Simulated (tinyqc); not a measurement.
Inside a calculation. Model: gas flow in a process chamber: flow regimes, conductance, effective pumping speed, pump-down, outgassing and purge. Computed by tinyqc, a small Python program that keeps every step. Command: `OMP_NUM_THREADS=1 python tinyqc.py 3120282 3120283 out.jsonl pump walk`. One thread of a shared host (Intel(R) Xeon(R) Processor @ 2.30GHz), about 0.06 s of CPU time with the checks. Intermediate numbers are printed to about 5 digits and carried at full precision; extremes and crossings named in words are read from the listed rows.

Ideal gas, isothermal flow, a pump of constant speed at the end of a round pipe; process gas, volume gas and outgassing are given the same properties. 1 sccm = 101325 Pa x 1e-6 m^3/60 s x T/273.15 K.

Inputs (values chosen for the exercise, modelled on water vapour near room temperature):
```
quantity,value,unit
molar mass M,18.02,g/mol
molecular diameter,0.46,nm
viscosity eta,9.9,micropascal s
temperature T,293,K
chamber volume V,170,L
wall area,0.94,m^2
pipe diameter d,10,cm
pipe length l,16,cm
pump speed S,75,L/s
process gas flow,190,sccm
outgassing rate after 1 h,2.1e-06,Pa m^3/(s m^2)
outgassing exponent n,0.9,-
starting pressure p0,1800,Pa
target base pressure,7e-06,Pa
```

Constants: k_B = 1.380649e-23 J/K; u = 1.6605390666e-27 kg.

## Molecular flow

Mean speed c = sqrt(8 k_B T/(pi m)); aperture conductance C_a = c pi d^2/16; molecular pipe C_m = C_a/(1 + 3 l/(4 d)) (Dushman form); viscous pipe C_v = pi d^4 p_mean/(128 eta l); Knudsen interpolation C = C_v + C_m (1 + x)/(1 + 1.24 x), x = d p_mean sqrt(m/(k_B T))/eta. Effective speed 1/S_eff = 1/S + 1/C_m; time constant V/S_eff; pressure at which the free path k_B T/(sqrt2 pi d_m^2 p) equals d.

mean speed c = 586.74 m/s

C_a = 1152.1 L/s

C_m = 523.66 L/s

S_eff in molecular flow = 65.604 L/s

time constant = 2.5913 s

pressure where the free path equals d = 0.043030 Pa

The pipe passes on 87 % of the pump speed.

## Process pressure

Steady flow: the pump inlet is at p_2 = Q/S, and the chamber pressure p_1 solves Q = C((p_1 + p_2)/2) (p_1 - p_2). Residence time = p_1 V/Q. Knudsen number = free path at the mean pressure over d.

throughput Q = 344.18 Pa L/s

p_2 = 4.5891 Pa

chamber pressure p_1 = 4.6345 Pa

conductance C = 7568.8 L/s

residence time = 2.2891 s

Knudsen number = 0.0093304

The flow in the pipe is viscous.

## Purging a well-mixed chamber

With steady flow a contaminant decays as exp(-t/residence time); gas used = flow x time.

time to dilute 1e3 times = 15.813 s

time to dilute 1e6 times = 31.625 s

gas used for 1e6 = 100.15 standard cm^3

## Pump-down curve

Pump-down: V dp/dt = -S_eff(p) p + q(t) A, with S_eff = S p_2/p, where p_2 solves C((p + p_2)/2) (p - p_2) = S p_2 at each moment, and q(t) = q_1 (1 h/(t + 10 s))^n; integrated adaptively. At long times p = q(t) A/S_eff. S_eff(p) is tabulated at 260 pressures and interpolated in ln p. Comparison columns: p0 exp(-t/time constant) with the molecular S_eff (0 below 1e-26 p0), and the outgassing limit.

Pressure against time:
```
t (s),p (Pa),S_eff (L/s),volume gas only (Pa),outgassing limit (Pa)
0.3,1.5769e+03,74.998,1.6032e+03,5.8551e-03
1,1.1579e+03,74.997,1.2237e+03,5.5187e-03
3,4.7919e+02,74.992,5.6556e+02,4.7483e-03
10,2.1891e+01,74.836,3.7958e+01,3.2223e-03
30,7.8912e-03,65.462,1.6880e-02,1.7268e-03
100,7.1042e-04,65.585,3.1303e-14,6.9476e-04
300,2.7556e-04,65.596,0,2.7344e-04
1000,9.4672e-05,65.601,0,9.4449e-05
3600,3.0034e-05,65.603,0,3.0015e-05
20000,6.4271e-06,65.604,0,6.4264e-06
100000,1.5103e-06,65.604,0,1.5103e-06
```

From t = 100 s on the pressure is within 20 % of the outgassing limit, which falls only as (t + 10 s)^-0.9: walls, not volume, set the time to base pressure.

## Time to base pressure

From the outgassing limit: t = 1 h x (q_1 A/(S_eff p_target))^(1/n) - 10 s; monolayer time at the target = 1e19 m^-2 x 4 k_B T/(p c) for unit sticking.

time to the target = 5.0518 h

monolayer time = 39.398 s

Checks made by the program: throughput from C and the pressure drop (relative difference 1e-09).
